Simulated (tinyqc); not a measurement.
# A chain with a side-coupled site and dephasing by Buettiker voltage probes: effects of single changes

Sites 1 to 5 form a chain with hopping -t, and site 6 hangs on site 4 by -ts. Lead L joins site 1 and lead R site 5, both semi-infinite chains with hopping -t and site energy 0. Every site carries a probe with self-energy -i Gamma_p/2 that draws no net current. Linear response at zero temperature: mu_L = 1, mu_R = 0 in units of the bias.

Parameters, values chosen for the exercise:
- t = 1.8 eV (hopping (matrix element -t))
- U = [0, 0, 0, 0, 0, -0.7] eV (site energies 1 to N)
- E = -0.11 eV (Fermi energy)
- gp = 1.4 eV (probe broadening Gamma_p)
- ts = 0.66 eV (hopping from site 4 to the side site 6)

Constants: q = 1.602176634e-19 C, h = 6.62607015e-34 J s. Results are converted to the units shown.

Each table varies one quantity; the others keep the values above.

## Effect of the dephasing strength

Sigma = t^2 g(E), g(x) = (x - i sqrt(4 t^2 - x^2))/(2 t^2) for |x| < 2 t and (x - sign(x) sqrt(x^2 - 4 t^2))/(2 t^2) otherwise; Gamma = -2 Im Sigma; G = (E - H - Sigma_L - Sigma_R + i Gamma_p/2)^(-1). With Gamma the broadening by one lead, T_RL = Gamma^2 |G_(5,1)|^2, T_pL = Gamma Gamma_p |G_(p,1)|^2, T_pR = Gamma Gamma_p |G_(p,5)|^2, T_pq = Gamma_p^2 |G_(p,q)|^2 for p != q. No current into probe p: W mu = T_pL with W_pp = T_pL + T_pR + sum_q T_pq and W_pq = -T_pq. Then T_eff = T_RL + sum_p T_pR mu_p, and the resistance is (h/2q^2)/T_eff. Without probes means Gamma_p = 0.

Effect of the dephasing strength:
```
gp (eV)      T_RL  through probes    T_eff  resistance (kohm)
0.019     0.92835        0.016201  0.94455             13.664
0.033     0.90601        0.027768  0.93378             13.822
0.057     0.86904        0.046876  0.91592             14.091
0.098     0.80961        0.077464  0.88707             14.549
0.17      0.71580         0.12522  0.84103             15.346
0.3       0.57604         0.19433  0.77037             16.754
0.52      0.40604         0.27198  0.67802             19.035
0.9       0.23324         0.33456  0.56780             22.730
1.6      0.092307         0.34843  0.44073             29.284
2.7      0.023508         0.29680  0.32031             40.293
```

What does the table show?

Without probes the transmission is 0.960. T_eff falls from 0.945 to 0.320; the direct part falls from 0.928 to 0.0235 and the part through probes goes from 0.0162 through a maximum of 0.348 (at gp = 1.6 eV among the rows listed) to 0.297. At this energy dephasing lowers T_eff from the start: the probes give back less than the direct part loses.

## Coherent and dephased transmission against energy

Same model as above.

Results:
```
E (eV)  T without probes   T_eff
-3.24             0.9882  0.3019
-2.7              0.9917  0.3887
-2.16             0.9894  0.4372
-1.62             0.9788  0.4578
-1.08             0.8998  0.4558
-0.54             0.6309  0.4523
0                 0.9710  0.4758
0.54              0.9904  0.4881
1.08              0.9949  0.4842
1.62              0.9966  0.4696
2.7               0.9971  0.3904
3.24              0.9951  0.3013
```

Estimate the missing row, E = 2.16 eV.

Computed row:
```
E (eV)  T without probes   T_eff
2.16              0.9972  0.4425
```

With this row back in the table: Without probes T lies between 0.631 and 0.997 in these rows, with them between 0.301 and 0.488. The probes lower it in 13 rows and raise it in 0.

Program tinyqc, `OMP_NUM_THREADS=1 python tinyqc.py 2700013 2700014 out.jsonl`; Intel Xeon 2.30GHz, shared host, one thread, about 0.01 s.
